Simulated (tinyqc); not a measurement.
CMOS inverter, nodal equation and switching: one step of the calculation.

An n-channel pull-down (bn, VTn) and a p-channel pull-up (bp, VTp) share the input Vin and the output node Vout, which carries the load C. Transistor (EKV form, voltages against the body): I = 2 n b Vt^2 [F(vp - Vs) - F(vp - Vd)] from drain to source, F(v) = ln^2(1 + exp(v/(2 Vt))), vp = (Vg - VT + sg |Vd - Vs|)/n. n-channel bodies are at 0; for the p-channel device all voltages are counted down from Vdd. b in uA/V^2 gives I in uA. Static: In = Ip. Transient: C dVout/dt = Ip - In. No velocity saturation, no gate capacitance beyond C.

Question. Delays and energy. For a step input the delay to Vdd/2 is tHL = C times the integral of dV/(In - Ip) from Vdd/2 to Vdd at Vin = Vdd, and tLH likewise with Ip - In from 0 to Vdd/2 at Vin = 0. Energy drawn for one full cycle of the output: C Vdd^2. Leakage power: Vdd times the mean of the supply currents at Vin = 0 and Vdd.

Inputs (values chosen for the exercise):
- T = 293 K (temperature)
- Vdd = 0.9 V (supply voltage)
- n = 1.22 (slope factor)
- sg = 0.042 (drain-induced barrier lowering)
- VTn = 0.42 V (n-channel threshold)
- VTp = 0.25 V (p-channel threshold (magnitude))
- bn = 570 uA/V^2 (gain factor of the pull-down transistor)
- bp = 1100 uA/V^2 (gain factor of the pull-up transistor)
- C = 1.4 fF (load capacitance)

Constants: q = 1.602176634e-19 C, kB = 1.380649e-23 J/K, Vt = kB T/q. Results are converted to the units shown.

Wanted: tHL; tLH; energy; leakage power.

Answer.

tHL = 10.44 ps
tLH = 3.050 ps
energy = 1.134 fJ
leakage power = 0.7620 nW

Numbers from tinyqc (`OMP_NUM_THREADS=1 python tinyqc.py 2340031 2340032 out.jsonl`; about 0.03 s on one thread of a shared Intel Xeon 2.30GHz).
